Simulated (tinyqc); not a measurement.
## Quantum point contact as a saddle point: conductance steps

Potential V0 - m wx^2 x^2/2 + m wy^2 y^2/2; energies are counted from V0. Mode n = 0, 1, ... transmits T_n(E) = 1/(1 + exp(-2 pi (E - E_n)/wx)), E_n = wy (n + 1/2); each mode carries 2 q^2/h.

g(T) = int g(E) (-df/dE) dE = int g(mu + x kB T) dx/(4 cosh^2(x/2)), g(E) the zero-temperature value at E, g = G/(2 q^2/h).

Values chosen for this exercise: temperature T = 1.5 K; transverse quantum hbar wy wy = 5.1 meV; curvature of the barrier hbar wx wx = 2.7 meV.

Constants: q = 1.602176634e-19 C, kB = 1.380649e-23 J/K, Vt = kB T/q. Results are converted to the units shown.

Conductance steps:
```
mu (meV)  g at T = 0      g(T)  dg/dmu (1/meV)
0           0.002641  0.003073        0.007120
1.09         0.03237   0.03699         0.08175
2.19          0.3020    0.3128          0.4719
3.28          0.8454    0.8328          0.3108
4.37          0.9862    0.9841         0.03877
5.46           1.005     1.006         0.01936
6.56           1.073     1.082          0.1710
7.65           1.500     1.500          0.5452
8.74           1.927     1.918          0.1710
9.84           1.995     1.994         0.01936
10.93          2.014     2.016         0.03877
12.02          2.155     2.167          0.3108
13.11          2.698     2.687          0.4720
14.21          2.968     2.963         0.08232
15.3           3.000     3.000         0.01424
```

g rises from 0.00307 to 3.00. The slope is smallest, 0.0142 per meV, at mu = 15.3 meV (g = 3.00) and largest, 0.545, at 7.65 meV among the rows after the first. A riser is wx/(2 pi) = 0.430 meV wide by tunnelling and kB T = 0.129 meV by heat, against the spacing wy = 5.1 meV.

Computed by the program tinyqc: `OMP_NUM_THREADS=1 python tinyqc.py 2740013 2740014 out.jsonl`, one thread of a shared Intel Xeon 2.30GHz, about 0.04 s for the whole run.
